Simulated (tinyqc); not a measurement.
Modulation-doped quantum well, Poisson-Schroedinger loop: two steps of the calculation.

A well of width L centred at z = 0 between barriers Vb; effective-mass electrons, parabolic bands. The electrons come from donor sheets outside the mesh, a share fL of Ns on the left and the rest on the right, so the structure is neutral. Energies are counted from the band edge of the well, with U = 0 on the first node in the Hartree part.

Values chosen for this exercise; material values close to those of GaAs in AlGaAs:

| symbol | value | unit | meaning |
|---|---|---|---|
| T | 300 | K | temperature |
| md | 0.0667 | m0 | in-plane mass |
| hz | 0.85 | nm | mesh step |
| Ns | 2.3e11 | cm^-2 | sheet density of electrons |

Constants: q = 1.602176634e-19 C, kB = 1.380649e-23 J/K, hbar = 1.054571817e-34 J s, m0 = 9.1093837015e-31 kg, Vt = kB T/q, hbar^2/(2 m0) = 0.0380998212 eV nm^2. Results are converted to the units shown.

Problem 1. Fermi level and occupations. Level k holds N_k = D_k Vt ln(1 + exp((EF - E_k)/Vt)) with D = md m0 q/(pi hbar^2) per eV (spin included); EF is fixed by sum N_k = Ns.

levels (eV): E1 0.03125417, E2 0.13189446

Wanted: EF; N_k.

Solution 1.

EF = 0.0052687 eV
N_k (cm^-2): E1 2.2465e11, E2 5.3541e9

Problem 2. Converged levels, occupations and centroid. Tridiagonal Hamiltonian with psi = 0 one step beyond both ends: H_ii = C (1/m_(i-1/2) + 1/m_(i+1/2))/hz^2 + V0_i + U_i, H_(i,i+1) = -C/(m_(i+1/2) hz^2), C = hbar^2/(2 m0). The lowest 2 level(s) are kept, normalised to hz sum |psi|^2 = 1.

Solve for the levels with V0 + U, find EF, n_i = sum_k N_k |psi_k|^2 (in cm^-3); share of each level N_k/Ns; centroid sum n z/sum n.

| node | z (nm) | fixed potential V0 (eV) | converged U (1e-3 eV) |
|---|---|---|---|
| 1 | -6.8 | 0.29180000 | 0.0000000 |
| 2 | -5.95 | 0.28670000 | 1.3597564 |
| 3 | -5.1 | 0.28160000 | 2.7146403 |
| 4 | -4.25 | 0.02550000 | 4.0503129 |
| 5 | -3.4 | 0.02040000 | 5.3246596 |
| 6 | -2.55 | 0.01530000 | 6.4863527 |
| 7 | -1.7 | 0.01020000 | 7.4755440 |
| 8 | -0.85 | 0.00510000 | 8.2300804 |
| 9 | 0 | 0.00000000 | 8.6926071 |
| 10 | 0.85 | -0.00510000 | 8.8185810 |
| 11 | 1.7 | -0.01020000 | 8.5849553 |
| 12 | 2.55 | -0.01530000 | 7.9982507 |
| 13 | 3.4 | -0.02040000 | 7.0991751 |
| 14 | 4.25 | -0.02550000 | 5.9599024 |
| 15 | 5.1 | 0.22040000 | 4.6709619 |
| 16 | 5.95 | 0.21530000 | 3.3287677 |
| 17 | 6.8 | 0.21020000 | 1.9711332 |

mass on the intervals 1/2, 3/2, ... (mean of both at an interface) (m0): [0.0901, 0.0901, 0.0901, 0.0791, 0.0681, 0.0681, 0.0681, 0.0681, 0.0681, 0.0681, 0.0681, 0.0681, 0.0681, 0.0681, 0.0791, 0.0901, 0.0901, 0.0901]

Wanted: levels; EF; shares; n; centroid.

Solution 2.

levels (eV): E1 0.0389, E2 0.1381
EF = 0.01288 eV
shares (%): E1 97.54, E2 2.46

| node | n (1e17 cm^-3) |
|---|---|
| 1 | 0.008 |
| 2 | 0.048 |
| 3 | 0.191 |
| 4 | 0.610 |
| 5 | 1.120 |
| 6 | 1.715 |
| 7 | 2.333 |
| 8 | 2.904 |
| 9 | 3.347 |
| 10 | 3.576 |
| 11 | 3.511 |
| 12 | 3.106 |
| 13 | 2.388 |
| 14 | 1.488 |
| 15 | 0.530 |
| 16 | 0.154 |
| 17 | 0.029 |

centroid = 0.6157 nm

Program tinyqc, `OMP_NUM_THREADS=1 python tinyqc.py 2140070 2140071 out.jsonl`; Intel Xeon 2.30GHz, shared host, one thread, about 0.09 s.
